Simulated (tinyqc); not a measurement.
Wider gaps pin less: metal-induced gap states at the contact of a metal chain and a two-band chain.

The semiconductor alternates sites A at -Eg/2 and C at +Eg/2 with hopping -t; the gap runs from -Eg/2 to Eg/2. In the gap cosh(q a) = 1 + (Eg^2/4 - E^2)/(2 t^2) and the amplitude changes by -exp(-q a) a period. The metal has site energy 0 and hopping -tm; its end site has g_m = (E - i sqrt(4 tm^2 - E^2))/(2 tm^2). Sites 1, 2, ... count into the semiconductor, with energies e1, e2 alternating. The clean half chain has g1 = 1/(E - e1 - t^2 g2), g2 = 1/(E - e2 - t^2 g1), decaying root. With the contact G11 = 1/(1/g1 - tc^2 g_m), and the density on site j is -Im G_jj/pi = |psi_j/psi_1|^2 (-Im G11/pi), per spin, with psi_2/psi_1 = -t g2, psi_3/psi_2 = -t g1.

Constants: e^2/(4 pi eps0) = 14.39964547 eV angstrom.

Inputs chosen for the exercise (gap and optical dielectric constant near those of GaN; the chain itself is a model; not measured data):
```
symbol  value  unit      meaning
Eg      3.57   eV        gap
t       2.23   eV        hopping in the semiconductor
tm      1.95   eV        hopping in the metal
tc      1.06   eV        hopping across the contact
end     C                site that touches the metal
a       3.19   angstrom  period (two sites); one chain for each area a^2
eps     5.2              dielectric constant
```

E = 0; Eg is varied and eps follows 1 + (eps0 - 1)(Eg0/Eg), with the given Eg and eps as Eg0 and eps0. xi = 1/(2q), N = 2 (summed density)/a^2, S = 1/(1 + 4 pi e^2 N xi/eps).

Against the gap:
```
Eg (eV)    eps  xi (angstrom)  summed density (1/eV)      S  S at fixed eps
0.50     30.99          14.23                 0.2935  0.173           0.034
0.75     20.99           9.50                 0.1909  0.246           0.075
1.10     14.63           6.48                 0.1257  0.336           0.152
1.50     11.00           4.76                 0.0885  0.423           0.257
3.40      5.41           2.14                 0.0323  0.687           0.679
5.50      3.73           1.37                 0.0164  0.824           0.867
9.00      2.67           0.90                 0.0074  0.918           0.956
```

Give the missing row, Eg (eV) = 2.30.

Computed row:
```
Eg (eV)   eps  xi (angstrom)  summed density (1/eV)      S  S at fixed eps
2.30     7.52           3.13                 0.0533  0.559           0.467
```

From Eg = 0.5 to 9 eV xi falls by a factor 15.8 and the summed density by 39.5, so at fixed eps S rises from 0.03 to 0.96. The weaker screening of wide-gap solids works against this: with it S goes from 0.17 to 0.92.

Run: tinyqc, `OMP_NUM_THREADS=1 python tinyqc.py 1480106 1480107 out.jsonl`; Intel(R) Xeon(R) Processor @ 2.30GHz, one thread, shared host; about 0.01 s of CPU time with all checks.
